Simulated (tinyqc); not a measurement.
SiGe-base heterojunction bipolar transistor, Gummel numbers and transit times: one step of the calculation.

One-dimensional n-p-n transistor in the forward active mode at low injection. In the base p(x) = NB exp(-eta x/wb) and ni(x)^2 = ni^2 exp((g0 + g1 x/wb)/Vt); electrons leave the base at vsat; band spikes at the emitter junction and recombination inside the emitter are ignored.

Task. Base Gummel number and transit time. f(x) = p(x) ni^2/ni(x)^2; I(x) = integral from x to wb of f/Dn, plus f(wb)/vsat; base Gummel number GB = I(0); electron density per unit flux n/(J/q) = I/f; base transit time tauB = integral of I/f over the base. Trapezoid rule on 10 equal steps.

Parameters, values chosen for the exercise; band and dielectric values close to those of silicon:
- T = 300 K (temperature)
- vsat = 1e7 cm/s (saturation velocity)
- wb = 23 nm (neutral base width)
- NB = 2.5e18 cm^-3 (base doping at the emitter edge)
- eta = 0 (doping falls as exp(-eta x/wb))
- g0 = 0.1 eV (gap reduction at the emitter edge of the base)
- g1 = 0 eV (further gap reduction across the base (linear))
- Dn = 15 cm^2/s (electron diffusion coefficient in the base)

Constants: q = 1.602176634e-19 C, kB = 1.380649e-23 J/K, Vt = kB T/q. Results are converted to the units shown.

Find: x; f; I; I/f; GB; tauB.

Result.

| point | x (nm) | f (cm^-3) | I (s/cm^4) | I/f (s/cm) |
|---|---|---|---|---|
| 0 | 0.000 | 5.2241e16 | 1.3234e10 | 2.5333e-7 |
| 1 | 2.300 | 5.2241e16 | 1.2433e10 | 2.3800e-7 |
| 2 | 4.600 | 5.2241e16 | 1.1632e10 | 2.2267e-7 |
| 3 | 6.900 | 5.2241e16 | 1.0831e10 | 2.0733e-7 |
| 4 | 9.200 | 5.2241e16 | 1.0030e10 | 1.9200e-7 |
| 5 | 11.500 | 5.2241e16 | 9.2293e9 | 1.7667e-7 |
| 6 | 13.800 | 5.2241e16 | 8.4283e9 | 1.6133e-7 |
| 7 | 16.100 | 5.2241e16 | 7.6272e9 | 1.4600e-7 |
| 8 | 18.400 | 5.2241e16 | 6.8262e9 | 1.3067e-7 |
| 9 | 20.700 | 5.2241e16 | 6.0252e9 | 1.1533e-7 |
| 10 | 23.000 | 5.2241e16 | 5.2241e9 | 1.0000e-7 |

GB = 1.3234e10 s/cm^4
tauB = 0.40633 ps

Range of the model: Heavy doping makes emitter or base degenerate; gE and g0 are to be read as apparent gap changes that include this.

tinyqc, about 0.01 s, one thread, Intel Xeon 2.30GHz (shared host): `OMP_NUM_THREADS=1 python tinyqc.py 2320089 2320090 out.jsonl`
